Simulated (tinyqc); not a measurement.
Photoconductance decay in a wafer: bulk and surface recombination modes, and iron detection by pair splitting: one step, computed by the program tinyqc.

Both faces of the wafer have the same S; injection is low and all coefficients are constant. x runs from -W/2 to W/2.

Question. Effective lifetime. Even modes cos(a x) obey b tan b = S W/(2 D) with b = a W/2, odd modes sin(a x) obey -b cot b = S W/(2 D); each decays at the rate 1/tau_b + D a^2. tau_eff is the decay time of the first mode. The surface time is 1/(D a^2) of that mode; shortcuts for it are W/(2 S), W^2/(pi^2 D) and their sum, whose error is sum/surface time - 1.

Inputs (values chosen for the exercise, modelled on p-type silicon):
```
quantity                          value         unit
thickness W                         525   micrometre
diffusivity D                      32.3       cm^2/s
bulk lifetime tau_b without iron   1100  microsecond
surface recombination velocity S  21000         cm/s
```

Give: tau_eff; surface time; W/(2 S); W^2/(pi^2 D); error of the sum; tau_eff/tau_b.

Answer.

tau_eff = 9.602 microsecond

surface time = 9.686 microsecond

W/(2 S) = 1.25 microsecond

W^2/(pi^2 D) = 8.646 microsecond

error of the sum = 2.166 %

tau_eff/tau_b = 0.008729

The surfaces are fast, and diffusion to them sets the surface time. tau_eff is only 0.0087 of tau_b, so it understates the bulk lifetime.
